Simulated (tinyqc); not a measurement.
# MOSFET in the linear regime without short-channel effects, parameter extraction from computed curves: what changes with what

Inversion charge Q = Cox n Vt W0(exp((Vg - VT)/(n Vt))), W0 the Lambert function and n = nf; u = Q/Cox; mobility mu = mu0/(1 + th1 u + th2 u^2); channel resistance Rch = (L - dL)/(W mu Q); Id = Vd/(Rch + Rsd/W). Cox = eps0 eox/tox. Small Vd, no channel-length or drain effects.

Inputs (values chosen for the exercise); channel values of the order met in silicon transistors:
- T = 300 K (temperature)
- eox = 3.9 (relative permittivity of the gate insulator (close to silicon dioxide))
- tox = 1.3 nm (insulator thickness)
- mu0 = 190 cm^2/(V s) (low-field mobility)
- th1 = 0.52 1/V (first mobility attenuation factor)
- th2 = 0.08 1/V^2 (second mobility attenuation factor)
- VT = 0.56 V (threshold voltage)
- nf = 1.18 (body factor)
- W = 0.5 um (gate width)
- L = 1.8 um (drawn gate length)
- dL = 0.017 um (drawn less effective length)
- Rsd = 95 ohm um (source plus drain resistance)
- Vd = 0.05 V (drain voltage)

Constants: q = 1.602176634e-19 C, kB = 1.380649e-23 J/K, Vt = kB T/q, eps0 = 8.8541878128e-14 F/cm where lengths are in cm. Results are converted to the units shown.

Each table varies one quantity; the others keep the values above.

## Extraction methods against the drawn gate length

From the continuous curve Id(Vg): tangent at peak gm (V_ext = Vg - Id/gm); constant current Id = 0.1 uA W/L; peak of d2Id/dVg2; Y = Id/sqrt(gm) drawn through Vg = VT + 0.6 and VT + 0.8 V, with intercept VT_Y and slope s. Mobilities gm,max L/(W Cox Vd) and s^2 L/(W Cox Vd) with the drawn L. Last column: share of Rsd/W in the total resistance at VT + 0.8 V.

Extraction methods against the drawn gate length:
columns A: L (um); B: V_ext (V); C: constant current (V); D: second derivative (V); E: VT_Y (V); F: mobility from gm (cm^2/(V s)); G: mobility from Y (cm^2/(V s)); H: series share (%)
```
A          B      C      D      E    F    G      H
0.03   0.528  0.474  0.537  0.624  186  436   64.9
0.062  0.545  0.491  0.546  0.624  149  260   34.8
0.13   0.554  0.497  0.549  0.624  140  217   17.5
0.27   0.559  0.500  0.550  0.624  137  202   8.67
0.56   0.561  0.501  0.550  0.624  136  195   4.24
1.2    0.562  0.501  0.551  0.624  136  192   1.99
2.4    0.563  0.502  0.551  0.624  135  190  0.998
5      0.563  0.502  0.551  0.624  135  190  0.480
```

The model has VT = 0.56 V and mu0 = 190 cm^2/(V s). Over the table the extracted thresholds move by 35 mV (tangent), 27 mV (constant current), 13 mV (second derivative), under 0.5 mV (Y function). The mobility from gm falls from 186 to 135 and that from Y falls from 436 to 190 cm^2/(V s).

## Extraction methods against the first mobility attenuation factor

Same model as above.

Extraction methods against the first mobility attenuation factor:
columns A: th1 (1/V); B: V_ext (V); C: constant current (V); D: second derivative (V); E: VT_Y (V); F: mobility from gm (cm^2/(V s)); G: mobility from Y (cm^2/(V s)); H: series share (%)
```
A        B      C      D      E    F    G      H
0    0.593  0.501  0.554  0.624  168  191   1.79
0.2  0.575  0.501  0.552  0.624  151  191   1.58
0.4  0.566  0.501  0.551  0.624  140  191   1.41
0.6  0.560  0.501  0.550  0.624  133  191   1.28
0.8  0.556  0.501  0.549  0.624  126  191   1.17
1    0.552  0.502  0.548  0.624  121  191   1.07
1.2  0.550  0.502  0.547  0.624  116  191  0.995
```

The model has VT = 0.56 V and mu0 = 190 cm^2/(V s). Over the table the extracted thresholds move by 43 mV (tangent), under 0.5 mV (constant current), 6.5 mV (second derivative), under 0.5 mV (Y function). The mobility from gm falls from 168 to 116 and that from Y stays near 191 cm^2/(V s).

Program tinyqc, `OMP_NUM_THREADS=1 python tinyqc.py 2210004 2210005 out.jsonl`; Intel Xeon 2.30GHz, shared host, one thread, about 0.01 s.
